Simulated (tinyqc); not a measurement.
# Resistance of a tapered via with liner, size effect and interface: effects of single changes

A round via whose diameter grows from db at the bottom as D(z) = db + 2 z/tan(ang). The fill, of diameter D - 2 tl, starts above the bottom liner (thickness fb tl) and has rho = rho0 (1 + ks lam/(D - 2 tl)); the sidewall liner conducts in parallel with it. The bottom liner and the interface are crossed over the full area pi db^2/4. Spreading in the lines above and below is left out.

Inputs (values chosen for the exercise); fill metal close to ruthenium: diameter at the bottom db = 26 nm; height hv = 39 nm; sidewall angle ang = 86 degrees; bulk resistivity of the fill rho0 = 7.93 uohm cm; mean free path of the fill lam = 6.78 nm; size-effect factor ks = 1.5; liner on the sidewall tl = 0.6 nm; liner at the bottom over that on the sidewall fb = 0.7; resistivity of the liner rl = 200 uohm cm; interface resistivity at the bottom ri = 1.3e-12 ohm cm^2; ballistic conductance per area, about 3/(4 rho0 lam) Sb = 1.5e15 S/m^2; bulk resistivity of the second fill (close to copper) rho2 = 1.7 uohm cm; its mean free path lam2 = 38.8 nm; its liner tl2 = 2.4 nm.

Each table varies one quantity; the others keep the values above.

## Via resistance against the diameter at the bottom

Slices between z0 = fb tl and hv, evaluated at their midpoints: conductance per length pi/4 [(D - 2 tl)^2/rho + (D^2 - (D - 2 tl)^2)/rl], slice resistance = slice height over that. 2000 slices. R_fill = sum of the slices; R_bottom = rl fb tl/(pi db^2/4); R_interface = ri/(pi db^2/4); ballistic (Sharvin) limit 1/(Sb pi (db - 2 tl)^2/4); ideal cylinder rho0 hv/(pi db^2/4).

Via resistance against the diameter at the bottom:
columns A: db (nm); B: R_fill (ohm); C: R_bottom (ohm); D: R_interface (ohm); E: R (ohm); F: ballistic limit (ohm); G: R over ideal cylinder; H: largest part
```
A          B        C         D        E        F       G     H
6     190.61   29.709    4.5978   224.92   36.841  2.0563  fill
8.3   89.506   15.525    2.4027   107.43   16.838  1.8795  fill
11    47.155   8.8390    1.3679   57.362   8.8383  1.7626  fill
16    20.434   4.1778   0.64657   25.258   3.8752  1.6421  fill
22    10.163   2.2098   0.34199   12.715   1.9620  1.5628  fill
30    5.1985   1.1884   0.18391   6.5707   1.0234  1.5018  fill
42    2.5373  0.60630  0.093833   3.2374  0.50992  1.4503  fill
58    1.2863  0.31793  0.049204   1.6535  0.26310  1.4126  fill
80   0.65859  0.16711  0.025863  0.85157  0.13670  1.3841  fill
```

R falls from 225 to 0.852 ohm. The fill is the largest part at db = 6 and in all other rows. R goes as db^(-2.28) between the first two rows and db^(-2.06) between the last two; area alone gives -2.

## Via resistance against the sidewall angle

Same model as above.

2000 slices.

The same in every row: R_bottom (ohm) = 1.582; R_interface (ohm) = 0.2449; ballistic limit (ohm) = 1.380.

Via resistance against the sidewall angle:
```
ang (degrees)  R_fill (ohm)  R (ohm)  R over ideal cylinder  largest part
90                    8.881    10.71                  1.838          fill
89                    8.351    10.18                  1.747          fill
88                    7.880    9.706                  1.666          fill
87                    7.456    9.283                  1.594          fill
86                    7.075    8.902                  1.528          fill
84                    6.413    8.240                  1.415          fill
82                    5.859    7.686                  1.319          fill
```

What does the table show?

R falls from 10.7 to 7.69 ohm. The fill is the largest part at ang = 90 and in all other rows. The share of the two bottom terms goes from 17.1 to 23.8 %.

## Two fill metals against the diameter

2000 slices. R_fill = sum of the slices; R_bottom = rl fb tl/(pi db^2/4); R_interface = ri/(pi db^2/4). The second fill has rho2, lam2 and tl2 in place of rho0, lam and tl.

Result of one run:
```
db (nm)  R, first fill (ohm)  R, second fill (ohm)  ratio second/first
49                     2.347                 2.668               1.137
```

What becomes of these results when the diameter at the bottom db is changed from 49 to 12 nm, all else the same?

Result of the changed run:
```
db (nm)  R, first fill (ohm)  R, second fill (ohm)  ratio second/first
12                     47.35                 88.01               1.859
```

The whole series:
```
db (nm)  R, first fill (ohm)  R, second fill (ohm)  ratio second/first
8.5                    101.8                 264.3               2.595
12                     47.35                 88.01               1.859
17                     22.15                 33.14               1.496
24                     10.56                 13.82               1.309
35                     4.746                 5.676               1.196
49                     2.347                 2.668               1.137
70                     1.121                 1.230               1.098
100                   0.5389                0.5782               1.073
```

The ratio goes from 2.60 to 1.07. The first fill gives the lower R in every row.

Computed by the program tinyqc: `OMP_NUM_THREADS=1 python tinyqc.py 2750016 2750017 out.jsonl`, one thread of a shared Intel Xeon 2.30GHz, about 0.01 s for the whole run.
